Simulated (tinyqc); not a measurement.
Stoner model of a band ferromagnet: sweeps and comparisons. A value that a table varies takes the place of the one given here.

Density of states per atom and spin: triangular, D(e) = (4 M/W^2) (W/2 - |e|). Levels e -/+ I m/2 for up and down spin, m = n_up - n_down, n_up + n_down = nd. At zero temperature e(N) is the energy below which N states lie, and E(m) = sum over spins of integral e D de - I m^2/4.

Constants: kB = 8.617333262e-05 eV/K.

Inputs chosen for the exercise: W = 5.4 eV (band width, e from -W/2 to W/2); M = 5 (states per atom and spin); nd = 6.61 (electrons per atom); I = 0.88 eV (Stoner parameter).

## Moment against temperature

Fermi-Dirac occupations on 600 equal energy intervals; m is iterated from saturation until it changes by less than 1e-7 or for 400 rounds; the paramagnet is unstable while I times the mean of D weighted by -df/de exceeds 1.

Results:
```
T/Tc  T (K)  m (muB)  I D(T) of the paramagnet
0.10    765    3.323                     1.340
0.30   2296    3.214                     1.308
0.50   3827    2.977                     1.233
0.65   4975    2.665                     1.165
0.80   6123    2.150                     1.093
0.90   6888    1.585                     1.046
0.95   7271    1.144                     1.023
1.10   8419    0.000                     0.956
```

Tc (from I D(T) = 1) = 7.65e+03 K

kB Tc = 0.660 eV, 0.22 of the exchange splitting at zero temperature. m keeps 0.90 of its first value at half Tc and 0.48 at 0.9 Tc. The model knows only Stoner excitations; spin waves and local moments bring the ordering temperature below the Stoner value.

## Moment against the Stoner parameter

Lowest state for each I.

Results:
```
I (eV)  I D(EF)  m (muB)  E - E(0) (meV)
0.40      0.610    0.000             0.0
0.53      0.808    0.000             0.0
0.59      0.900    0.000             0.0
0.66      1.006    0.758            -0.3
0.73      1.113    2.555           -70.6
0.82      1.250    3.177          -262.9
0.99      1.510    3.390          -737.1
1.18      1.799    3.390         -1283.0
```

A moment first appears at I = 0.66 eV of those listed, where I D(EF) = 1.006. It is saturated at 3.390 from I = 0.99 eV on.

## Moment against band filling

Rigid band, I fixed: a Slater-Pauling curve.

Results:
```
nd   I D(EF)  m (muB)  m_max
3.0    1.262    2.883    3.0
4.0    1.458    3.977    4.0
5.0    1.630    4.742    5.0
6.0    1.458    3.977    4.0
6.5    1.363    3.457    3.5
7.0    1.262    2.883    3.0
7.5    1.152    2.156    2.5
8.0    1.031    0.940    2.0
8.5    0.893    0.000    1.5
9.0    0.729    0.000    1.0
9.5    0.515    0.000    0.5
```

Magnetic fillings among those listed: 3.0, 4.0, 5.0, 6.0, 6.5, 7.0, 7.5 and 8.0; the largest moment is 4.74 at nd = 5. No listed filling is saturated.

## What moves the moment

Lowest state for each case. Each row changes one parameter from the base and keeps the others.

Results:
```
case          I D(EF)  m (muB)  E - E(0) (meV)
base            1.342    3.337          -423.2
W = 4.968 eV    1.459    3.390          -589.6
I = 0.95 eV     1.449    3.390          -622.2
nd = 6.31       1.400    3.658          -569.6
```

The largest shifts from the base row, up to three for each result and ties (the steps differ in size, so this ranks the rows, not the parameters). I D(EF): W +0.117, I +0.107, nd +0.058. m (muB): nd +0.322, W +0.053, I +0.053. E - E(0) (meV): I -199.0, W -166.5, nd -146.4.

tinyqc: `OMP_NUM_THREADS=1 python tinyqc.py 1680849 1680850 out.jsonl`; about 0.4 s, one thread, shared Intel(R) Xeon(R) Processor @ 2.30GHz.
